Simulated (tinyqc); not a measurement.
Dispersion against the sound-wave line: Born-von Karman spring model of a cubic crystal with one atom per cell. Computed by tinyqc, a small Python program. Command: `OMP_NUM_THREADS=1 python tinyqc.py 3026743 3026744 out.jsonl springs walk`. One thread of a shared host (Intel(R) Xeon(R) Processor @ 2.30GHz), about 0.1 s of CPU time with the checks.

First neighbours lie at a/2 (1,1,0) (12 of them), second at a (1,0,0) (6), with all permutations and signs; the volume per atom is Omega = a^3/4. Two shells of springs match a real metal only roughly, above all at the zone boundary.

Inputs (values chosen for the exercise, modelled on aluminium):
```
quantity,value,unit
atomic mass M,26.98,u
radial spring k1L,1.32,eV/angstrom^2
transverse spring k1T,-0.082,eV/angstrom^2
radial spring k2L,0.15,eV/angstrom^2
transverse spring k2T,-0.01,eV/angstrom^2
```

Lattice: fcc.

Constants: nu for 1 eV/(angstrom^2 u) = 15.6333042 THz.

Method:
- A neighbour at R with unit vector n couples by the matrix K(R) = kL n n^T + kT (1 - n n^T), and D(q) = (1/M) sum_R K(R) [1 - cos(q.R)].
- An eigenvalue lambda of D in eV/(angstrom^2 u) gives nu = 15.6333042 THz x sqrt(lambda).
- The last column divides the top branch by the straight line with its slope at G. End points in 2 pi/a: X = (1, 0, 0), L = (0.5, 0.5, 0.5).

Frequencies (THz) along two lines:
```
line,fraction of the way,nu 1,nu 2,nu 3,nu 3 / linear
G-X,0.10,0.9580,0.9580,1.6476,0.99351
G-X,0.25,2.3490,2.3490,3.9820,0.96048
G-X,0.40,3.6218,3.6218,5.9927,0.90342
G-X,0.55,4.7062,4.7062,7.5616,0.82904
G-X,0.70,5.5369,5.5369,8.6477,0.74495
G-X,0.85,6.0597,6.0597,9.2708,0.65769
G-X,1.00,6.2382,6.2382,9.4719,0.57117
G-L,0.10,0.7202,0.7202,1.5439,0.99589
G-L,0.25,1.7619,1.7619,3.7767,0.97450
G-L,0.40,2.7062,2.7062,5.8009,0.93549
G-L,0.55,3.5009,3.5009,7.5045,0.88016
G-L,0.70,4.1022,4.1022,8.7934,0.81033
G-L,0.85,4.4768,4.4768,9.5963,0.72827
G-L,1.00,4.6040,4.6040,9.8690,0.63662
```

What does the comparison show, and why?

Along G-X the top branch ends at 57 % of its linear extrapolation. Along G-L the top branch ends at 64 % of its linear extrapolation, which is the 2/pi of a pure sine: planes normal to this line couple to their next planes alone. A Debye model keeps the straight line throughout.
